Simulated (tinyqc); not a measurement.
## Pinning factor and decay constant from two barriers

Inverse problem. phiB = S (phiM - chi) + (1 - S)(Eg - E0) with S = 1/(1 + (1/S0 - 1) exp(-be ti)). Find S0, S at the given thickness and be.

Inputs (values chosen for the exercise); semiconductor values close to those of silicon; interlayer mass of the order of that in silicon nitride, offset chosen freely: band gap Eg = 1.14 eV; electron affinity chi = 4 eV; charge-neutrality level above the valence band E0 = 0.35 eV; metal work function phiM = 4.48 eV.

phiB at ti = 0, 0.4 nm (eV): 0.7063  0.56799768

Answer. Each barrier gives its S by linear interpolation between the pinned and the unpinned value; the ratio of the two values of 1/S - 1 is exp(be ti).

S0 = 0.2700
S = 0.7161
be = 4.800 1/nm

Computed by the program tinyqc: `OMP_NUM_THREADS=1 python tinyqc.py 2270167 2270168 out.jsonl`, one thread of a shared Intel Xeon 2.30GHz, about 0.04 s for the whole run.
